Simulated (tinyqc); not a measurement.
p-n heterojunction, non-linear Poisson equation by Newton steps, Boltzmann statistics: course of the Newton iteration.

One dimension, material 1 (p-type) at x < 0 and material 2 (n-type) at x > 0. Band edges: Ec = -psi in material 1 and -psi + dEc in material 2, Ev = Ec - Eg. Flat quasi-Fermi levels: 0 for holes, +V for electrons. n = Nc F((EFn - Ec)/Vt), p = Nv F((Ev - EFp)/Vt), with F(eta) = exp(eta) (Boltzmann statistics); full ionisation, no interface charge, classical densities; the doping types are chosen for the exercise.

a_i = eps0 eps_r/h_i for the interval from node i to i + 1, with h_i = x_(i+1) - x_i in cm.

Start: psi_L + (psi_R - psi_L)(1 + tanh(x/s))/2 on the inner nodes with s = 52 nm, psi_L and psi_R on the ends.

n_i = Nc F(a_n), a_n = (V - Ec_i)/Vt; p_i = Nv F(a_p), a_p = (Ec_i - Eg)/Vt; rho_i = p_i - n_i + C_i with C = -N1 or +N2; g_i = (n_i + p_i)/Vt. Box widths w_i = (h_(i-1) + h_i)/2 in cm. Residual F_i = a_i (psi_(i+1) - psi_i) - a_(i-1) (psi_i - psi_(i-1)) + q rho_i w_i; Jacobian: a_(i-1) and a_i beside the diagonal, b_i = -a_(i-1) - a_i - q g_i w_i on it. The two end nodes are fixed.

Solve the tridiagonal system a_(i-1) d_(i-1) + b_i d_i + a_i d_(i+1) = -F_i for nodes 1 to 10, with d = 0 on fixed nodes. Each component d is damped to sign(d) Vt ln(1 + |d|/Vt) before it is added.

Stop when the largest undamped |d| is below 1e-9 V, or after 80 iterations.

Parameters, values chosen for the exercise; band and dielectric values close to those of In0.53Ga0.47As and InAlAs:
```
symbol,value,unit,meaning
T,300,K,temperature
Eg1,0.737,eV,band gap of material 1
er1,14.1,,relative permittivity of material 1
Nc1,2.12e17,cm^-3,conduction-band density of states of material 1
Nv1,7.65e18,cm^-3,valence-band density of states of material 1
Eg2,1.44,eV,band gap of material 2
er2,12.4,,relative permittivity of material 2
Nc2,4.93e17,cm^-3,conduction-band density of states of material 2
Nv2,9.83e18,cm^-3,valence-band density of states of material 2
dEc,0.51,eV,conduction-band offset Ec2 - Ec1
N1,5.1e16,cm^-3,acceptor density of material 1
N2,5.8e16,cm^-3,donor density of material 2
V,0,V,bias of side 1 against side 2
```

Constants: q = 1.602176634e-19 C, kB = 1.380649e-23 J/K, Vt = kB T/q, eps0 = 8.8541878128e-14 F/cm where lengths are in cm. Results are converted to the units shown.

| node | x (nm) | material |
|---|---|---|
| 0 | -330 | 1 |
| 1 | -234 | 1 |
| 2 | -158 | 1 |
| 3 | -98.2 | 1 |
| 4 | -51.4 | 1 |
| 5 | -14.5 | 1 |
| 6 | 14.5 | 2 |
| 7 | 50 | 2 |
| 8 | 93.4 | 2 |
| 9 | 146 | 2 |
| 10 | 211 | 2 |
| 11 | 291 | 2 |

| interval | eps_r |
|---|---|
| 0 | 14.1 |
| 1 | 14.1 |
| 2 | 14.1 |
| 3 | 14.1 |
| 4 | 14.1 |
| 5 | 13.1955 |
| 6 | 12.4 |
| 7 | 12.4 |
| 8 | 12.4 |
| 9 | 12.4 |
| 10 | 12.4 |

psi_L = -0.607465 V
psi_R = 0.454675 V

Course of the iteration:

| iteration | largest \|F\| (C/cm^2) | largest \|d\| (V) | at node |
|---|---|---|---|
| 1 | 2.50e-8 | 0.0577 | 4 |
| 2 | 1.44e-8 | 0.0298 | 4 |
| 3 | 5.67e-9 | 0.0103 | 4 |
| 4 | 9.74e-10 | 1.63e-3 | 4 |
| 5 | 3.00e-11 | 4.96e-5 | 4 |
| 6 | 2.88e-14 | 4.77e-8 | 4 |
| 7 | 2.67e-20 | 4.41e-14 | 4 |

Did this iteration meet its convergence test, and what does its course show?

Yes. Converged in 7 iterations. Once the step is below 0.1 Vt, 3 more iteration(s) reach the threshold: near the solution the error is roughly squared each time.

Program tinyqc, `OMP_NUM_THREADS=1 python tinyqc.py 2040099 2040100 out.jsonl`; Intel Xeon 2.30GHz, shared host, one thread, about 0.02 s.
